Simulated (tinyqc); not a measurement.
Worked calculation: Stoner model of a band ferromagnet. Values are carried at full precision from step to step, so a last printed digit may differ when a step is redone from the rounded ones.

Density of states per atom and spin: flat with a rise to the top, D(e) = (M/W) [1 - sp + 4 sp (e/W + 1/2)^3]. Levels e -/+ I m/2 for up and down spin, m = n_up - n_down, n_up + n_down = nd. At zero temperature e(N) is the energy below which N states lie, and E(m) = sum over spins of integral e D de - I m^2/4.

Inputs chosen for the exercise: W = 4.9 eV (band width, e from -W/2 to W/2); M = 5 (states per atom and spin); nd = 7.42 (electrons per atom); sp = 0.33 (shape parameter); I = 0.73 eV (Stoner parameter).

## The paramagnetic state and the Stoner criterion

Find EF from nd/2 states per spin, D(EF) and the product I D(EF); below 1 the susceptibility is enhanced by 1/(1 - I D).

EF = 1.7158 eV
D(EF) = 1.5113 1/eV
I D(EF) = 1.1033

The paramagnet is unstable.

## Energy against moment

Tabulate the splitting that the band needs, e(n_up) - e(n_down), against I m, and E(m) - E(0), at nine moments up to saturation m_max = min(nd, 2M - nd).

Energy curve:
```
m      e(n_up) (eV)  e(n_down) (eV)  difference (eV)  I m (eV)  E - E(0) (meV)
0.000        1.7158          1.7158           0.0000    0.0000             0.0
0.323        1.8203          1.6068           0.2135    0.2354            -1.8
0.645        1.9206          1.4930           0.4277    0.4708            -7.0
0.968        2.0171          1.3739           0.6432    0.7063           -15.6
1.290        2.1099          1.2492           0.8608    0.9417           -27.3
1.613        2.1995          1.1184           1.0810    1.1771           -41.6
1.935        2.2858          0.9812           1.3047    1.4125           -58.1
2.257        2.3693          0.8369           1.5324    1.6480           -76.2
2.580        2.4500          0.6852           1.7648    1.8834           -95.1
```

dE/dm is half of (difference - I m), so E falls wherever I m exceeds the difference.

## The ground state

Take the lowest of E(0), the stationary points e(n_up) - e(n_down) = I m, and saturation.

m = 2.580 muB
exchange splitting I m = 1.883 eV
E - E(0) = -95.1 meV

n_up, n_down: [5.000, 2.420]

The moment is saturated (a strong ferromagnet): the majority band is full.

## Checks

- States in the band over M against 1: both 1.000000.

tinyqc: `OMP_NUM_THREADS=1 python tinyqc.py 1681376 1681377 out.jsonl`; about 0.4 s, one thread, shared Intel(R) Xeon(R) Processor @ 2.30GHz.
